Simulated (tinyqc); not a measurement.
Leaving out one process at a time: Debye-Callaway model of lattice thermal conductivity. Computed by tinyqc, a small Python program. Command: `OMP_NUM_THREADS=1 python tinyqc.py 3018893 3018894 out.jsonl callaway walk`. One thread of a shared host (Intel(R) Xeon(R) Processor @ 2.30GHz), about 0.01 s of CPU time with the checks.

Three acoustic branches with one velocity v, cut at omega_D = k_B Theta/hbar; x = hbar omega/(k_B T). v and Theta are separate inputs: Theta cuts off the heat-carrying modes, so C need not reach 3 k_B/V. gamma is an effective value that sets the umklapp rate.

Inputs (values chosen for the exercise, modelled on magnesium oxide): sound velocity v = 6800 m/s; Debye temperature Theta = 748 K; volume per atom V = 9.34 angstrom^3; mean atomic mass M = 20.15 u; effective Grueneisen parameter gamma = 3.45; umklapp exponent divisor b = 3; mass variance Gamma = 0.00041; Casimir length L = 4500 micrometre; temperature T = 150 K.

Sample: crystal. Point defects: isotopes. Normal processes: left out.

Constants: k_B = 1.380649e-23 J/K; hbar = 1.054571817e-34 J s; u = 1.6605390666e-27 kg.

Method:
- Gamma is given directly by the isotope mixture. A = V Gamma/(4 pi v^3).
- Rates: point defects A omega^4; umklapp B omega^2 T exp(-Theta/(b T)) with B = hbar gamma^2/(M v^2 Theta). Boundaries: v/L.
- kappa_1 = c int tau_C g dx, g = x^4 e^x/(e^x - 1)^2, c = (k_B/(2 pi^2 v)) (k_B T/hbar)^3, over 0 < x < min(Theta/T, 40), by 96 Gauss-Legendre points in s with x = x_max s^2; tau_C = tau_R, the inverse of the summed rates, and kappa = kappa_1.

Rayleigh coefficient A = 9.69157e-46 s^3

Conductivity at T:
```
case                   kappa (W/(m K))  ratio to all
all processes                   186.93             1
without point defects           197.59        1.0570
without boundaries              188.09        1.0062
without umklapp                  16180        86.554
```

What does the comparison show, and why?

Removing umklapp raises kappa most, by a factor 86.6; removing boundaries gives only 1.01.
